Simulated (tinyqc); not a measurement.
Nanosheet or nanowire with hard walls, valleys of the Ge type: one step. Valley masses for a [110] channel. Two cases, with inputs chosen for the exercise.

Task: Rotate w into the device axes and group equal valleys (|w_yz| counts); order by w_zz, then w_yy. 1/m_x = w_xx - w_xc w_c^-1 w_cx with c the block (y, z).

Four ellipsoidal valleys along <111>: inverse mass tensor w = 1/mt + (1/ml - 1/mt) a a^T with a the unit axis. Device axes: x along the channel, z = [001], y = z x x. The Gamma and Delta valleys are left out; the heavy Delta valleys, about 0.18 eV up, lie lowest once the L levels pass about 0.2 eV.

Give: Valleys.

Case 1.

Values chosen (out of a larger set: near those of Ge; not measured data):
- ml = 1.606 m0 (longitudinal mass)
- mt = 0.083 m0 (transverse mass)
- channel = 110 (transport direction x on a (001) wafer)

Result:

Valleys:
```
group  valleys g     w_yy    w_zz  |w_yz|  m_x (m0)
A              2   4.4312  8.2397  5.3860    0.0830
B              2  12.0482  8.2397  0.0000    1.0983
```

The lightest transport mass, 0.083 m0, belongs to group A.

Case 2.

Values chosen (out of a larger set: near those of Ge; not measured data):
- ml = 1.606 m0 (longitudinal mass)
- mt = 0.082 m0 (transverse mass)
- channel = 110 (transport direction x on a (001) wafer)

Result:

Valleys:
```
group  valleys g     w_yy    w_zz  |w_yz|  m_x (m0)
A              2   4.4802  8.3376  5.4553    0.0820
B              2  12.1951  8.3376  0.0000    1.0980
```

The lightest transport mass, 0.082 m0, belongs to group A.

Computed by tinyqc, one run a case: `OMP_NUM_THREADS=1 python tinyqc.py N N+1 out.jsonl` with N = 1282664, 1282676; one thread of a shared Intel(R) Xeon(R) Processor @ 2.30GHz, about 0.3 s a run at most.
